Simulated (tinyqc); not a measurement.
The 3-omega method: a line heater on a substrate with a thin film: one step, computed by the program tinyqc. Command: `OMP_NUM_THREADS=1 python tinyqc.py 3014574 3014575 out.jsonl threeomega walk`. One thread of a shared host (Intel(R) Xeon(R) Processor @ 2.30GHz), about 0.01 s of CPU time with the checks.

A current at angular frequency omega = 2 pi f heats the line at 2 omega with the amplitude P per length; the temperature swing Delta T at 2 omega gives a voltage at 3 omega. The substrate is taken as semi-infinite and isotropic, and the heat capacity of heater and film is left out.

Problem. Temperature swing of the bare substrate. Delta T_s = (P/(pi kappa)) int_0^infinity (sin x/x)^2 / sqrt(x^2 + (q b)^2) dx with (q b)^2 = i |q b|^2, averaged over the heater width (12 Gauss-Legendre points on each of the pieces 0, 14 log-spaced edges from 1e-5 to 1, and multiples of pi to 40 pi; the tail adds 1/(4 (40 pi)^2)). For |q| b much below 1: Delta T_s = (P/(pi kappa)) [-ln(|q| b) + eta - i pi/4], eta = 3/2 - C_E = 0.92278, with Euler's C_E = 0.5772157.

Inputs (values chosen for the exercise, modelled on amorphous silicon on gallium arsenide):

| quantity | value | unit |
|---|---|---|
| substrate conductivity kappa | 47.6 | W/(m K) |
| substrate heat capacity C | 1.71 | 1e6 J/(m^3 K) |
| heater half-width b | 3.1 | micrometre |
| power amplitude per length P | 22 | W/m |
| current frequency f | 1600 | Hz |

|q| b = 0.08331462

Give: in-phase Delta T_s; out-of-phase Delta T_s; in-phase, narrow-line form; out-of-phase, narrow-line form.

Solution.

in-phase Delta T_s = 0.5015 K

out-of-phase Delta T_s = -0.1150 K

in-phase, narrow-line form = 0.5014 K

out-of-phase, narrow-line form = -0.1155 K

The narrow-line form misses the in-phase part by -0.03 % and the out-of-phase part by +0.5 % at |q| b = 0.083.
